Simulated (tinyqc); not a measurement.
Inside a calculation. Model: BCS gap equation with a constant attraction inside the Debye window. Computed by tinyqc, a small Python program that keeps every step. Command: `OMP_NUM_THREADS=1 python tinyqc.py 3029114 3029115 out.jsonl bcs walk`. One thread of a shared host (Intel(R) Xeon(R) Processor @ 2.30GHz), about 0.01 s of CPU time with the checks. Intermediate numbers are printed to about 6 digits and carried at full precision; extremes and crossings named in words are read from the listed rows.

Pairs attract with strength V for |xi| < k_B Theta; N(0) is the density of states for one spin. Energies are given as temperatures (E/k_B, in K) unless marked.

Inputs (values chosen for the exercise, for a model metal):

| quantity | value | unit |
|---|---|---|
| coupling N(0)V | 0.407 | - |
| Debye temperature Theta | 85.5 | K |
| temperature T | 5.34 | K |
| Fermi velocity v_F | 380000 | m/s |
| electron density n | 12.1 | 1e28/m^3 |
| mean free path l | 3 | nm |
| junction resistance R_n | 12 | kilo-ohm |

Solver: secant.

Constants: k_B = 8.617333262e-05 eV/K; hbar = 1.054571817e-34 J s; k_B = 1.380649e-23 J/K; m_0 = 9.1093837015e-31 kg; eps_0 = 8.8541878128e-12 F/m; c = 299792458 m/s; e = 1.602176634e-19 C; h = 6.62607015e-34 J s.

## Gap at zero temperature

At T = 0 the gap equation 1/(N(0)V) = int_0^Theta d xi/sqrt(xi^2 + Delta^2) has the integral arcsinh(Theta/Delta), so Delta_0 = Theta/sinh(1/(N(0)V)); weak coupling gives 2 Theta exp(-1/(N(0)V)).

Delta_0 = 14.7616 K

weak-coupling Delta_0 = 14.6532 K

Delta_0 in meV = 1.27206 meV

## Critical temperature

Gap equation: 1/(N(0)V) = I(Delta, T) = int_0^Theta tanh(E/2T)/E d xi, E = sqrt(xi^2 + Delta^2); 64 Gauss-Legendre points in y with xi = max(Delta, T) sinh(y). T_c solves I(0, T_c) = 1/(N(0)V); the weak-coupling form is T_c = (2 e^C/pi) Theta exp(-1/(N(0)V)) with Euler's C = 0.5772157, and 2 Delta_0/T_c then tends to 2 pi e^-C = 3.528.

T_c = 8.30745 K

weak-coupling T_c = 8.30740 K

2 Delta_0/T_c = 3.55383

T_c/Theta = 0.0972; the ratio lies +0.74 % from 3.528. Within this model the ratio cannot pass 4; larger values in real metals come from retardation, which it leaves out. Caution: at this coupling retardation and damping of the phonon exchange (Eliashberg theory) matter.

## One evaluation of the gap equation

Take Delta = Delta_0 as the trial; the fixed-point update is Delta(new) = N(0)V Delta I(Delta, T).

I(Delta_0, T) = 2.36958

updated Delta = 14.2364 K

## Gap at temperature T

Residual r = N(0)V I - 1, with Delta_0 = Theta/sinh(1/(N(0)V)). Secant steps in Delta^2, from Delta_0 and 0.9 Delta_0, with Delta^2 kept at or above 1e-6 K^2. Stop when |r| < 1e-9 or after 40 steps.

Iterations:

| step | Delta (K) | residual r |
|---|---|---|
| 1 | 12.9473 | 4.87314e-04 |
| 2 | 12.9720 | -6.26761e-06 |
| 3 | 12.9717 | -6.19161e-09 |
| 4 | 12.9717 | 7.86038e-14 |

converged (1 yes, 0 no) = 1

Delta(T) = 12.9717 K

Converged in 4 steps: Delta(T)/Delta_0 = 0.8787 at T/T_c = 0.643.

## Lengths and fields

xi_0 = hbar v_F/(pi Delta_0); lambda_L = sqrt(m_0 eps_0 c^2/(n e^2)); N(0) = 3 n/(2 m_0 v_F^2) for one spin; condensation energy N(0) Delta_0^2/2 = B_c^2/(2 mu_0), mu_0 = 1/(eps_0 c^2); with scattering lambda = lambda_L sqrt(1 + xi_0/l) in the local limit (where xi_0 and l both exceed lambda, nonlocal response makes the true depth larger); Ginzburg-Landau kappa = 0.96 lambda_L/xi_0 + 0.72 lambda_L/l. Free-electron mass throughout; heavier carriers, as in niobium or vanadium, give a larger lambda_L and kappa and can make the metal type II.

coherence length xi_0 = 62.5882 nm

London depth lambda_L = 15.2769 nm

critical field B_c(0) = 268.369 mT

depth with scattering = 71.4313 nm

Ginzburg-Landau kappa = 3.90079

kappa exceeds 1/sqrt(2): type II, and the sample is dirty, l well below xi_0.

## A tunnel junction of this metal

Ambegaokar-Baratoff: I_c R_n = (pi Delta/(2e)) tanh(Delta/2T); Josephson energy E_J = hbar I_c/(2e), given as E_J/h; inductance hbar/(2 e I_c); thermal quasiparticle fraction x = n_qp/(2 N(0) Delta) = sqrt(2 pi T/Delta) exp(-Delta/T), valid for T well below Delta.

I_c R_n = 1471.49 microvolt

critical current I_c = 122.624 nA

E_J/h = 60.9054 GHz

Josephson inductance = 2.68386 nH

quasiparticle fraction x = 0.141708

Caution: T is not small against Delta, so the quasiparticle formula is only a rough guide.

## Gap and superfluid density against temperature

Interpolation tanh(1.74 sqrt(T_c/T - 1)); near T_c, 1.74 sqrt(1 - T/T_c). Clean-limit superfluid fraction 1 - (1/2T) int_0^(40 T) cosh^-2(E/2T) d xi (64 points); two-fluid rule 1 - (T/T_c)^4.

Reduced quantities:

| T/T_c | Delta/Delta_0 | tanh form | square-root form | superfluid fraction | two-fluid rule |
|---|---|---|---|---|---|
| 0.10 | 1.000000 | 0.999942 | 1.65071 | 1.000000 | 0.999900 |
| 0.20 | 0.999883 | 0.998104 | 1.55630 | 0.998922 | 0.998400 |
| 0.30 | 0.997216 | 0.990221 | 1.45579 | 0.982482 | 0.991900 |
| 0.40 | 0.985364 | 0.972207 | 1.34780 | 0.930031 | 0.974400 |
| 0.50 | 0.957574 | 0.940227 | 1.23037 | 0.837790 | 0.937500 |
| 0.60 | 0.908095 | 0.889746 | 1.10047 | 0.711801 | 0.870400 |
| 0.70 | 0.830250 | 0.814110 | 0.95304 | 0.559510 | 0.759900 |
| 0.80 | 0.712761 | 0.701374 | 0.77815 | 0.387165 | 0.590400 |
| 0.90 | 0.527969 | 0.522665 | 0.55024 | 0.199503 | 0.343900 |
| 0.95 | 0.381627 | 0.379250 | 0.38908 | 0.101054 | 0.185494 |
| 0.98 | 0.244475 | 0.243575 | 0.24607 | 0.040715 | 0.077632 |

The tanh form misses the gap by at most about 0.018 (at T/T_c = 0.6); the square-root form is within 3 % only from T/T_c = 0.95. The gap keeps 99 % of Delta_0 up to T/T_c = 0.3, since quasiparticles are exponentially few. The two-fluid rule exceeds the BCS superfluid fraction most, by 0.20, at T/T_c = 0.8.
